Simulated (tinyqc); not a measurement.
Thickness: WKB tunnelling through a gate dielectric with a two-band (Franz) dispersion.

At depth x the conduction edge lies u(x) = phi - V x/t above the electron. Parabolic: kappa = sqrt(m u/c). Franz: kappa = sqrt(m u (1 - u/Eg)/c), which vanishes at both band edges. c = hbar^2/2m0. T = exp(-2 integral of kappa dx) over the region u > 0; no image force, no prefactor, zero transverse momentum. The region ends at x_e = min(t, phi t/V); x_e < t is the Fowler-Nordheim regime.

Constants: hbar^2/2m0 = 3.80998211 eV angstrom^2.

Inputs chosen for the exercise (of the size used for hBN on silicon; shifted at random, so the results belong to these values and not to a real crystal): Eg = 5.99 eV (gap of the dielectric); phi = 1.85 eV (barrier above the electron energy at the emitter); m = 0.51 m0 (mass at the conduction edge); V = 1.1 V (voltage across the layer).

The same voltage across layers of other thickness. The last column is the thickness that changes T by a factor of ten, ln(10)/(2 I/t).

Transmission:

| t (angstrom) | field (MV/cm) | T parabolic | T Franz | angstrom per decade, Franz |
|---|---|---|---|---|
| 8 | 13.75 | 0.00133 | 0.00293 | 3.158 |
| 10 | 11.00 | 0.000254 | 0.000682 | 3.158 |
| 12 | 9.17 | 4.85e-05 | 0.000159 | 3.158 |
| 15 | 7.33 | 4.05e-06 | 1.78e-05 | 3.158 |
| 20 | 5.50 | 6.45e-08 | 4.65e-07 | 3.158 |
| 25 | 4.40 | 1.03e-09 | 1.22e-08 | 3.158 |
| 30 | 3.67 | 1.64e-11 | 3.17e-10 | 3.158 |
| 40 | 2.75 | 4.16e-15 | 2.17e-13 | 3.158 |

What can be read from this table?

At fixed voltage the exponent is proportional to t: T falls tenfold for each 3.16 angstrom. The ratio of Franz to parabolic grows with t, from 2.2 at 8 to 52.1 at 40 angstrom. Fields above about 9 MV/cm (3 of the rows) are past breakdown; those rows are an exercise.

Run: tinyqc, `OMP_NUM_THREADS=1 python tinyqc.py 1450479 1450480 out.jsonl`; Intel(R) Xeon(R) Processor @ 2.30GHz, one thread, shared host; about 0.01 s of CPU time with all checks.
